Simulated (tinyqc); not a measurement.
Deal-Grove kinetics of thermal oxidation of silicon: one step, computed by the program tinyqc. Command: `OMP_NUM_THREADS=1 python tinyqc.py 3017961 3017962 out.jsonl oxide walk`. One thread of a shared host (Intel(R) Xeon(R) Processor @ 2.30GHz), about 0.03 s of CPU time with the checks.

Oxidant diffuses through the oxide and reacts at the interface, so that dx/dt = B/(A + 2x) for the oxide thickness x.

Problem. Thickness after the oxidation. tau = (x_i^2 + A x_i)/B and x = (A/2) [sqrt(1 + 4 B (t + tau)/A^2) - 1], the root of x^2 + A x = B (t + tau). Silicon consumed is 0.44 times the oxide grown; the rate is B/(A + 2x).

Inputs (values chosen for the exercise, close to those used for silicon): temperature T = 850 C; initial oxide x_i = 0.025 um; time t = 0.58 h.

Ambient: steam. Surface: (100).

length A = 1.675975 um

parabolic constant B = 0.5886239 um^2/h

Give: tau; oxide thickness x; silicon consumed; final growth rate.

Solution.

tau = 0.07224 h

oxide thickness x = 0.2042 um

silicon consumed = 0.07885 um

final growth rate = 0.2824 um/h

2x/A = 0.244: the interface reaction limits the rate.
